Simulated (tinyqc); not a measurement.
Longitudinal sound in a periodic multilayer: transfer matrices, stop bands and folded phonons. Changing the density rho_2. Computed by tinyqc, a small Python program. Command: `OMP_NUM_THREADS=1 python tinyqc.py 3003318 3003319 out.jsonl multilayer sweep`. One thread of a shared host (Intel(R) Xeon(R) Processor @ 2.30GHz), about 0.01 s of CPU time with the checks.

Layers 1 and 2 repeat with period d = d_1 + d_2; waves travel normal to the layers, without loss. State vector (u, s): displacement u and stress divided by omega. Impedances Z = rho v are in 1e6 kg/(m^2 s).

Inputs (values chosen for the exercise, modelled on silica (layer 1), molybdenum (layer 2) and silicon (substrate)):
```
quantity            value    unit
density rho_1         2.2  g/cm^3
velocity v_1         6090     m/s
thickness d_1        17.4      nm
velocity v_2         6240     m/s
thickness d_2        25.4      nm
substrate density    2.38  g/cm^3
substrate velocity   8510     m/s
periods N              12       -
```

Method:
- Z = rho v; interface reflection r = (Z_2 - Z_1)/(Z_2 + Z_1) (stress amplitude, from 1 into 2); Bragg frequency f_B = 1/[2 (d_1/v_1 + d_2/v_2)]; long-wave velocity v_eff = d/sqrt[(d_1/v_1)^2 + (d_2/v_2)^2 + (Z_1/Z_2 + Z_2/Z_1)(d_1/v_1)(d_2/v_2)].
- A layer maps (u, s) by [[cos p, sin p/Z], [-Z sin p, cos p]], p = 2 pi f d_i/v_i; one period is M = M_2 M_1, and cos(q d) = trace(M)/2.
- For N periods A = M^N. A wave comes from a thick layer of material 1 and leaves into the substrate (Z_s): transmitted power T = 4 Z_1 Z_s/|Z_1 A_22 + Z_s A_11 - i (Z_1 Z_s A_12 - A_21)|^2, reflected power R = 1 - T.
- Gap m contains m f_B; its edges, where trace(M)/2 = (-1)^m, are found by root search. Weak-contrast estimate of the width: (4 f_B/pi) |r sin(m pi a)|, a = (d_1/v_1)/(d_1/v_1 + d_2/v_2).

One run for each value; columns: (1) density rho_2 (g/cm^3); (2) width/f_B (%); (3) transmitted power at f_B; (4) interface reflection r; (5) long-wave velocity v_eff (m/s):
```
(1)      (2)        (3)     (4)   (5)
2.36     5.8  4.894e-01  0.0472  6171
3.32    26.5  2.506e-04  0.2145  6039
4.67    46.3  9.219e-08  0.3701  5752
6.58    64.8  3.147e-11  0.5079  5343
9.25    81.4  1.088e-14  0.6232  4861
13.00   96.1  3.639e-18  0.7165  4344
18.30  108.8  1.130e-21  0.7900  3825
25.80  119.7  3.280e-25  0.8463  3327
```

What does the table show, and why?

Over the rows, width/f_B (%) rises from 5.79 to 120 (exponent d ln y / d ln x 4.5 between the first rows and 0.28 between the last); transmitted power at f_B falls from 0.489 to 3.28e-25 (exponent d ln y / d ln x -22 between the first rows and -24 between the last); interface reflection r rises from 0.0472 to 0.846 (exponent d ln y / d ln x 4.4 between the first rows and 0.20 between the last). Contrast widens the gap and deepens it; it also slows long waves, since the soft layer sets the stiffness and the heavy one the mass.

Caution (rows 4.67, 6.58, 9.25, 13.0, 18.3, 25.8): so small a transmitted power at f_B holds only for perfect layers and strictly normal incidence.
